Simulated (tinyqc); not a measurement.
Deep-level transient spectroscopy: one step of the calculation.

Schottky contact on an n-type layer with shallow donors Nd (all ionised) and a donor-like deep trap, neutral when filled and positive when empty; depletion approximation. Traps within lam of the depletion edge stay filled. A long pulse to Vp fills the traps beyond x1 = Wp - lam; back at Vr those between x1 and x2 = Wr - lam emit. A rate window reads S = C(t2) - C(t1).

Problem. Emission rate and rate window. Emission rate en = sn vth(T) Nc(T) exp(-Et/kB T) = sn g T^2 exp(-Et/kB T), g = vth Nc/(300 K)^2, as vth goes as T^0.5 and Nc as T^1.5 (degeneracy factor 1). For an exponential transient S peaks where en = ew = ln(t2/t1)/(t2 - t1).

Inputs (values chosen for the exercise); material values close to those of indium phosphide: conduction-band density of states at 300 K Nc = 5.61e17 cm^-3; thermal velocity at 300 K vth = 4.3e7 cm/s; depth of the trap below the conduction edge Et = 0.2 eV; capture cross-section sn = 5.3e-17 cm^2; first sampling time t1 = 10 ms; second sampling time t2 = 25 ms; temperature of the transient T = 141 K.

Constants: q = 1.602176634e-19 C, kB = 1.380649e-23 J/K. Results are converted to the units shown.

Find: g; en; 1/en; ew.

Solution.

g = 2.6803e20 cm^-2 s^-1 K^-2
en = 20.058 1/s
1/en = 49.856 ms
ew = 61.086 1/s

Computed by the program tinyqc: `OMP_NUM_THREADS=1 python tinyqc.py 2050066 2050067 out.jsonl`, one thread of a shared Intel Xeon 2.30GHz, about 0.01 s for the whole run.
